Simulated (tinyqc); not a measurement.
Inside a calculation. Model: tunnelling through a gate dielectric, WKB transmission and Tsu-Esaki current.

tinyqc, about 0.03 s, one thread, Intel Xeon 2.30GHz (shared host): `OMP_NUM_THREADS=1 python tinyqc.py 2540040 2540041 out.jsonl` Printed values are rounded.

Electrons leave the emitter at x = 0. Energies E (motion across the layers) are in eV from the emitter Fermi level; the collector Fermi level lies at -V and offers states at every E. No charge in the dielectric and no image force: F1 = V/t1, U = phi1 - F1 x. With C = hbar^2/(2 m0), kappa = sqrt(m (U - E)/C) where U > E and 0 elsewhere; T(E) = exp(-S), S = 2 times the integral of kappa over x.

Values chosen for this exercise; dielectric values close to those of silicon nitride:

| symbol | value | unit | meaning |
|---|---|---|---|
| T | 400 | K | temperature |
| Ef | 0.1 | eV | Fermi energy of the emitter above its band bottom |
| me | 1 | m0 | emitter mass in the supply function |
| phi1 | 2.18 | eV | barrier of layer 1 above the emitter Fermi level at zero bias |
| m1 | 0.51 | m0 | tunnelling mass of layer 1 |
| t1 | 3.4 | nm | thickness of layer 1 |
| V | 1.4 | V | voltage across the dielectric |
| E | 0 | eV | energy of the electron followed |
| nc | 8 |  | cells in each layer |
| Ea | -0.1 | eV | lower end of the energy grid |
| Eb | 0.49 | eV | upper end of the energy grid |
| nE | 13 |  | points of the energy grid |

Constants: q = 1.602176634e-19 C, kB = 1.380649e-23 J/K, hbar = 1.054571817e-34 J s, m0 = 9.1093837015e-31 kg, Vt = kB T/q, hbar^2/(2 m0) = 0.0380998212 eV nm^2. Results are converted to the units shown.

## Fields and band edges

F1 = V/t1, U = phi1 - F1 x.

F1 = 4.117647 MV/cm
U at x = t1 = 0.78 eV

## WKB exponent by the midpoint rule

Cut each layer into nc equal cells, take U and kappa at the cell centres, and sum S = 2 sum kappa h.

x, cell 0 to 7 (nm): [0.212500, 0.637500, 1.062500, 1.487500, 1.912500, 2.337500, 2.762500, 3.187500]
U, cell 0 to 7 (eV): [2.092500, 1.917500, 1.742500, 1.567500, 1.392500, 1.217500, 1.042500, 0.867500]
kappa, cell 0 to 7 (1/nm): [5.292445, 5.066305, 4.829587, 4.580653, 4.317389, 4.036994, 3.735611, 3.407677]
S = 29.97666
T(E) = 9.578582e-14

## WKB exponent in closed form

Each layer adds (2/F) sqrt(m/C) [G(u at its left edge) - G(u at its right edge)] to S, with u = U - E (0 where negative) and G(u) = (2/3) u^1.5. The slope follows from 1/d = -dS/dE.

S = 29.97152
T(E) = 9.627999e-14
energy d over which T(E) grows by a factor e = 0.094845 eV

The midpoint rule gives S = 29.977, so its T(E) is 0.51 % below this value. The band edge stays above E through the whole stack: direct tunnelling through a trapezoid.

## Current density on a coarse energy grid

J = J0 times the integral of T(E) N(E) dE, N = ln[(1 + exp(-E/Vt))/(1 + exp((-E - V)/Vt))], J0 = q^2 me m0 kB T/(2 pi^2 hbar^3) (times 1e-4 for A/cm^2 per eV), by Simpson's rule on nE equally spaced points from Ea to Eb.

E, point 0 to 12 (eV): [-0.1000000, -0.0508333, -0.0016667, 0.0475000, 0.0966667, 0.1458333, 0.1950000, 0.2441667, 0.2933333, 0.3425000, 0.3916667, 0.4408333, 0.4900000]
T(E), point 0 to 12: [3.420349e-14, 5.662306e-14, 9.460342e-14, 1.596093e-13, 2.720970e-13, 4.690449e-13, 8.182439e-13, 1.445877e-12, 2.590749e-12, 4.713114e-12, 8.718120e-12, 1.642654e-11, 3.159616e-11]
N, point 0 to 12: [2.954633, 1.680810, 0.7176155, 0.2248006, 0.05877968, 0.01443585, 0.003486189, 8.384040e-4, 2.014276e-4, 4.838151e-5, 1.162023e-5, 2.790897e-6, 6.703036e-7]
T(E) N, point 0 to 12: [1.010588e-13, 9.517260e-14, 6.788888e-14, 3.588026e-14, 1.599377e-14, 6.771063e-15, 2.852553e-15, 1.212229e-15, 5.218483e-16, 2.280276e-16, 1.013065e-16, 4.584479e-17, 2.117902e-17]
J0 = 5.578210e8 A/(cm^2 eV)
J = 7.615677e-6 A/cm^2

The integrand peaks at E = -0.100 eV among these points. A converged quadrature from -Ef to above the barrier gives 7.614e-6 A/cm^2; this grid is 0.024 % above that.
